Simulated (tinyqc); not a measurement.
Resistance of a tapered via with liner, size effect and interface: via resistance against the liner on the sidewall.

A round via whose diameter grows from db at the bottom as D(z) = db + 2 z/tan(ang). The fill, of diameter D - 2 tl, starts above the bottom liner (thickness fb tl) and has rho = rho0 (1 + ks lam/(D - 2 tl)); the sidewall liner conducts in parallel with it. The bottom liner and the interface are crossed over the full area pi db^2/4. Spreading in the lines above and below is left out.

Slices between z0 = fb tl and hv, evaluated at their midpoints: conductance per length pi/4 [(D - 2 tl)^2/rho + (D^2 - (D - 2 tl)^2)/rl], slice resistance = slice height over that. 2000 slices. R_fill = sum of the slices; R_bottom = rl fb tl/(pi db^2/4); R_interface = ri/(pi db^2/4); ballistic (Sharvin) limit 1/(Sb pi (db - 2 tl)^2/4); ideal cylinder rho0 hv/(pi db^2/4).

Inputs (values chosen for the exercise); fill metal close to tungsten:
- db = 27 nm (diameter at the bottom)
- hv = 66 nm (height)
- ang = 88 degrees (sidewall angle)
- rho0 = 5.22 uohm cm (bulk resistivity of the fill)
- lam = 15.1 nm (mean free path of the fill)
- ks = 0.7 (size-effect factor)
- fb = 1 (liner at the bottom over that on the sidewall)
- rl = 200 uohm cm (resistivity of the liner)
- ri = 1.6e-12 ohm cm^2 (interface resistivity at the bottom)
- Sb = 9.1e14 S/m^2 (ballistic conductance per area, about 3/(4 rho0 lam))

The same in every row: R_interface (ohm) = 0.27945.

Via resistance against the liner on the sidewall:

| tl (nm) | R_fill (ohm) | R_bottom (ohm) | R (ohm) | ballistic limit (ohm) | R over ideal cylinder | largest part |
|---|---|---|---|---|---|---|
| 0 | 7.0052 | 0 | 7.2846 | 1.9193 | 1.2106 | fill |
| 0.6 | 7.5997 | 2.0959 | 9.9751 | 2.1020 | 1.6577 | fill |
| 1.1 | 8.1574 | 3.8424 | 12.279 | 2.2749 | 2.0407 | fill |
| 1.7 | 8.9144 | 5.9383 | 15.132 | 2.5121 | 2.5148 | fill |
| 2.3 | 9.7852 | 8.0342 | 18.099 | 2.7885 | 3.0078 | fill |
| 2.9 | 10.793 | 10.130 | 21.203 | 3.1131 | 3.5236 | fill |
| 3.4 | 11.759 | 11.877 | 23.915 | 3.4290 | 3.9744 | bottom liner |
| 4 | 13.101 | 13.972 | 27.353 | 3.8758 | 4.5457 | bottom liner |

R rises from 7.28 to 27.4 ohm. The fill is the largest part at tl = 0, the bottom liner from 3.4 on. The share of the two bottom terms goes from 3.84 to 52.1 %.

Program tinyqc, `OMP_NUM_THREADS=1 python tinyqc.py 2750199 2750200 out.jsonl`; Intel Xeon 2.30GHz, shared host, one thread, about 0.01 s.
